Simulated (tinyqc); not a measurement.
BHZ model on a square lattice (one spin block), step by step. Values are carried at full precision from step to step, so a last printed digit may differ when a step is redone from the rounded ones.

h(k) = e0 + d.s with s the Pauli matrices in the basis (E, H), k in units of 1/a: dx = (A/a) sin kx, dy = (A/a) sin ky, dz = M - (2B/a^2)(2 - cos kx - cos ky), e0 = -(2D/a^2)(2 - cos kx - cos ky). The other spin block is h*(-k). For small k this is the continuum model with dz = M - B k^2.

Values chosen for the exercise (of the size used for thin Bi2Se3 films; shifted at random, so the results belong to these values and not to a real crystal):
- A = 2.43 eV angstrom
- B = -18.4 eV angstrom^2
- D = -5.2 eV angstrom^2
- M = -0.0938 eV (mass term)
- a = 8 angstrom (grid spacing)
- k = (0.36, 0.58) 1/a (wave vector)
- nk = 24 (points along kx)

## One k point

Form e0, d and E = e0 -/+ |d|.

e0 = 36.992 meV

dx, dy, dz (meV): 107.003  166.462  37.093

levels (meV): -164.342  238.325

## Signs of dz at the four invariant points

dz = M, M - 4B/a^2 (twice), M - 8B/a^2 at (0,0), (pi,0), (0,pi), (pi,pi). The product of the signs is (-1)^nu. C = (s00 - s0p - sp0 + spp)/2 is the Chern number of the lower band of this block, in the sense Omega = curl of i<u|grad u>.

dz (meV): (0,0) -93.80, (pi,0) 1056.20, (0,pi) 1056.20, (pi,pi) 2206.20

nu (Z2 index) = 1
C = -1

M/B > 0: the bands are inverted at Gamma alone, a quantum spin Hall insulator.

## Wilson loop

For each ky: x = -(1/2 pi) arg of the product of <u_j|u_(j+1)> over nk points kx = 2 pi j/nk of the lower band, folded into (-1/2, 1/2]. x is the centre of the hybrid Wannier function; minus its winding over ky from -pi to pi (followed on 61 points) is C.

Centres:
```
ky        x (a)
-3.142   0.0000
-1.500   0.0163
-0.700   0.0913
-0.350   0.2237
-0.150   0.3661
0.000    0.5000
0.150   -0.3661
0.350   -0.2237
0.700   -0.0913
1.500   -0.0163
3.142    0.0000
```

C from the winding = -1

The centre winds once across the cell, 55 % of the way within |ky| < 0.35; the other spin winds oppositely, so the pair switches partners.

## Edge state of the continuum model

At a hard wall the state is exp(-l1 y) - exp(-l2 y). At kx = 0: E = -D M/B, slope hbar v = A sqrt(1 - D^2/B^2), l = F -/+ sqrt(F^2 - M/B) with F = |A|/(2 sqrt(B^2 - D^2)); complex l means an oscillating tail. Penetration 1/Re(l1).

E at kx = 0 = 26.509 meV
hbar v = 2.3309 eV angstrom

l1, l2 (1/angstrom): 0.06884-0.01895i  0.06884+0.01895i

penetration = 14.5 angstrom

## Checks

- Chern number from the winding against the sign formula: both -1.0.

Program tinyqc; command `OMP_NUM_THREADS=1 python tinyqc.py 1451476 1451477 out.jsonl`; about 0.07 s on one thread of a shared Intel(R) Xeon(R) Processor @ 2.30GHz.
